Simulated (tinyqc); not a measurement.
Worked calculation: RHF in the sto-3g basis, for H6, spin multiplicity 1. One step of it, computed by the program tinyqc.

Problem. Orthogonalisation. S = U s U^T; canonical form X = U s^(-1/2), so that X^T S X = 1. Each column of U has its largest component positive (the first on a tie).

overlap S, lower triangle:
```
          1H 1s     2H 1s     3H 1s     4H 1s     5H 1s     6H 1s
1H 1s  1.000000
2H 1s  0.666420  1.000000
3H 1s  0.189847  0.511332  1.000000
4H 1s  0.055884  0.189847  0.666420  1.000000
5H 1s  0.007399  0.035054  0.189847  0.511332  1.000000
6H 1s  0.001229  0.007382  0.055781  0.189560  0.665765  1.000000
```

Give: eigenvalues of S; X.

Solution.

eigenvalues of S: 0.1539  0.2546  0.4277  1.0712  1.7157  2.3769

X:
```
             1        2        3        4        5       6
1H 1s   0.5688  -0.8322  -0.7136   0.4738  -0.3679  0.1874
2H 1s  -1.0103   1.0611   0.4862   0.2112  -0.3753  0.2640
3H 1s   1.3824  -0.3798   0.6497  -0.4444  -0.1227  0.3252
4H 1s  -1.3814  -0.3850  -0.6484  -0.4444   0.1232  0.3251
5H 1s   1.0069   1.0612  -0.4887   0.2113   0.3756  0.2637
6H 1s  -0.5659  -0.8307   0.7151   0.4742   0.3679  0.1870
```
